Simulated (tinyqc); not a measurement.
Worked calculation: band-to-band tunnelling across a p-n junction in a two-band chain. Values are carried at full precision from step to step, so a last printed digit may differ when a step is redone from the rounded ones.

Sites alternate A at -Eg/2 and C at +Eg/2 with hopping -t; near the edges, with k counted from the zone boundary pi/a, E^2 = (Eg/2)^2 + (t a k)^2, so t = sqrt(c Eg/m)/a gives the mass m, c = hbar^2/2m0. In the gap cosh(q a) = 1 + (Eg^2/4 - e^2)/(2 t^2), e the energy from the local mid-gap. The potential is V0 = Eg + ov on the p side (left), 0 on the n side, and falls linearly over the 2N sites of the junction, V_j = V0 (1 - j/(2N + 1)), j = 1 to 2N, site 1 being A. E = Eg/2 + x ov. A half chain that ends on a site of level e1 with neighbour e2 has g = (1 + z)/(E - e1), z = exp(-/+ i k a) the root with Im g < 0, cos(k a) = (E - e1)(E - e2)/(2 t^2) - 1. S_L = t^2 g (ending on C, shifted by V0), S_R = t^2 g (starting on A). T = 4 Im(S_L) Im(S_R) |G_(1,2N)|^2.

Constants: hbar^2/2m0 = 3.80998211 eV angstrom^2.

Values chosen for the exercise (gap and mass near those of InGaAs; not measured data):

| symbol | value | unit | meaning |
|---|---|---|---|
| Eg | 0.782 | eV | gap |
| m | 0.0416 | m0 | mass of electron and light hole |
| a | 4 | angstrom | period (two sites) |
| ov | 0.36 | eV | overlap: top of the valence band on the p side above the conduction edge on the n side |
| N | 3 |  | periods in the small junction |
| x | 0.22 |  | energy above the n-side conduction edge, as a share of ov |

## Hopping, field and tunnelling length

Form t, V0, E, the field F = V0/((2N + 1) a/2) (1 V/angstrom = 100 MV/cm) and the length Eg/F over which E lies in the gap.

t = 2.1157 eV
V0 = 1.1420 eV
E = 0.4702 eV
F = 8.157 MV/cm
tunnelling length = 9.59 angstrom

So short a junction keeps the matrix small; its field is above the 1 to 3 MV/cm of tunnel diodes.

## Self-energies of the two sides

Form cos(k a) and S for each side.

cos(k a): left -0.966665, right -0.992381

S_L, S_R (eV): -0.14040-1.07840i  0.03960-0.64038i

## Recursive Green function

g_1 = 1/(E - e_1 - S_L); g_j = 1/(E - e_j - t^2 g_(j-1)), with S_R also subtracted at the last site; G_1j = G_1(j-1) (-t) g_j, G_11 = g_1; e_j is the site level plus V_j. The self-energies stand in the order S_L, S_R.

Sweep:

| j | e_j (eV) | g_j (1/eV) | G_1j (1/eV) |
|---|---|---|---|
| 1 | 0.5879 | 0.0195-0.9269i | 0.0195-0.9269i |
| 2 | 1.2067 | -0.0461-0.2319i | 0.4566-0.0807i |
| 3 | 0.2616 | 0.3320-0.8308i | -0.1788+0.8593i |
| 4 | 0.8804 | -0.1088-0.2134i | -0.4292+0.1171i |
| 5 | -0.0647 | 0.5222-0.4881i | 0.3532-0.5726i |
| 6 | 0.5541 | -0.1753-0.2012i | 0.3748-0.0620i |

T = 0.3986

## WKB for the same field

T = exp(-2 I/F), I = integral of q de across the gap. Continuum: q = sqrt(Eg^2/4 - e^2)/(t a), I = pi Eg^2/(8 t a). Lattice: q from the cosh formula, 12 Gauss-Legendre points in u with e = (Eg/2) sin(u), u from -pi/2 to pi/2. F in V/angstrom is the value in MV/cm over 100.

I (eV/angstrom): continuum 0.028376, lattice 0.028346

T by WKB: continuum 0.4987, lattice 0.4991

The chain gives 0.3986, 0.799 times the lattice WKB value; the exponent is only 0.70, and reflections at the two kinks of the potential count.

## Checks

- G_(1,2N) from the sweep against inversion of the whole matrix (size): both 0.37989.

Run: tinyqc, `OMP_NUM_THREADS=1 python tinyqc.py 1482782 1482783 out.jsonl`; Intel(R) Xeon(R) Processor @ 2.30GHz, one thread, shared host; about 0.01 s of CPU time with all checks.
